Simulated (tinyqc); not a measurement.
Band-to-band tunnelling across a p-n junction in a two-band chain: one step. Hopping, field and tunnelling length. Three cases, with inputs chosen for the exercise.

Task: Form t, V0, E, the field F = V0/((2N + 1) a/2) (1 V/angstrom = 100 MV/cm) and the length Eg/F over which E lies in the gap.

Sites alternate A at -Eg/2 and C at +Eg/2 with hopping -t; near the edges, with k counted from the zone boundary pi/a, E^2 = (Eg/2)^2 + (t a k)^2, so t = sqrt(c Eg/m)/a gives the mass m, c = hbar^2/2m0. In the gap cosh(q a) = 1 + (Eg^2/4 - e^2)/(2 t^2), e the energy from the local mid-gap. The potential is V0 = Eg + ov on the p side (left), 0 on the n side, and falls linearly over the 2N sites of the junction, V_j = V0 (1 - j/(2N + 1)), j = 1 to 2N, site 1 being A. E = Eg/2 + x ov. A half chain that ends on a site of level e1 with neighbour e2 has g = (1 + z)/(E - e1), z = exp(-/+ i k a) the root with Im g < 0, cos(k a) = (E - e1)(E - e2)/(2 t^2) - 1. S_L = t^2 g (ending on C, shifted by V0), S_R = t^2 g (starting on A). T = 4 Im(S_L) Im(S_R) |G_(1,2N)|^2.

Constants: hbar^2/2m0 = 3.80998211 eV angstrom^2.

Give: t; V0; E; F; tunnelling length.

Case 1.

Values chosen (gap and mass near those of InGaAs; shifted at random, so the results belong to these values and not to a real crystal):
- Eg = 0.767 eV (gap)
- m = 0.0417 m0 (mass of electron and light hole)
- a = 5 angstrom (period (two sites))
- ov = 0.48 eV (overlap: top of the valence band on the p side above the conduction edge on the n side)
- N = 3 (periods in the small junction)
- x = 0.77 (energy above the n-side conduction edge, as a share of ov)

Result:

t = 1.6743 eV
V0 = 1.2470 eV
E = 0.7531 eV
F = 7.126 MV/cm
tunnelling length = 10.76 angstrom

Case 2.

Values chosen (gap and mass near those of GaSb; shifted at random, so the results belong to these values and not to a real crystal):
- Eg = 0.742 eV (gap)
- m = 0.0428 m0 (mass of electron and light hole)
- a = 4 angstrom (period (two sites))
- ov = 0.18 eV (overlap: top of the valence band on the p side above the conduction edge on the n side)
- N = 5 (periods in the small junction)
- x = 0.23 (energy above the n-side conduction edge, as a share of ov)

Result:

t = 2.0318 eV
V0 = 0.9220 eV
E = 0.4124 eV
F = 4.191 MV/cm
tunnelling length = 17.70 angstrom

Case 3.

Values chosen (gap and mass near those of GaSb; shifted at random, so the results belong to these values and not to a real crystal):
- Eg = 0.698 eV (gap)
- m = 0.0405 m0 (mass of electron and light hole)
- a = 4 angstrom (period (two sites))
- ov = 0.4 eV (overlap: top of the valence band on the p side above the conduction edge on the n side)
- N = 4 (periods in the small junction)
- x = 0.79 (energy above the n-side conduction edge, as a share of ov)

Result:

t = 2.0258 eV
V0 = 1.0980 eV
E = 0.6650 eV
F = 6.100 MV/cm
tunnelling length = 11.44 angstrom

So short a junction keeps the matrix small; its field is above the 1 to 3 MV/cm of tunnel diodes.

Computed by tinyqc, one run a case: `OMP_NUM_THREADS=1 python tinyqc.py N N+1 out.jsonl` with N = 1452465, 1452484, 1452710; one thread of a shared Intel(R) Xeon(R) Processor @ 2.30GHz, about 0.01 s a run at most.
